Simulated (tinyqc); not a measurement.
Three-phonon processes in a diatomic chain: dispersion, energy and momentum conservation, and decay channels of optical phonons: one step, computed by the program tinyqc. Command: `OMP_NUM_THREADS=1 python tinyqc.py 3120899 3120900 out.jsonl threeph walk`. One thread of a shared host (Intel(R) Xeon(R) Processor @ 2.30GHz), about 0.05 s of CPU time with the checks.

Cell length a, two atoms, one spring constant. x = q a/pi runs from -1 to 1; A and O are the acoustic and optical branches. Matrix elements are not computed: only conservation laws and occupation factors are followed.

Task: Decay of the zone-centre phonon. omega^2 = k (1/m + 1/M) -/+ k sqrt((1/m + 1/M)^2 - 4 sin^2(pi x/2)/(m M)); nu = 15.6333042 THz x sqrt(omega^2) for eV/(angstrom^2 u). O(0) -> A(x) + A(-x) needs nu_A(x) = nu_O(0)/2, which gives sin^2(pi x/2) = (3/16)(m + M)^2/(m M). Full width at half maximum Gamma = Gamma_0 (1 + 2 n), n = 1/(exp(h nu_A/(k_B T)) - 1); lifetime = 1/(2 pi c Gamma).

Inputs (values chosen for the exercise, for a model chain): light mass m = 31 u; heavy mass M = 84.3 u; temperature T = 50 K; zero-temperature width Gamma_0 = 0.95 1/cm.

optical top = 14.68540 THz

Constants: h x 1 THz = 4.135667696 meV; k_B = 8.617333262e-05 eV/K; c = 299792458 m/s.

Give: x of the products; their frequency; occupation n; width Gamma; lifetime.

Result:

x of the products = 0.86213

their frequency = 7.3427 THz

occupation n = 8.7001e-04

width Gamma = 0.95165 1/cm

lifetime = 5.5785 ps
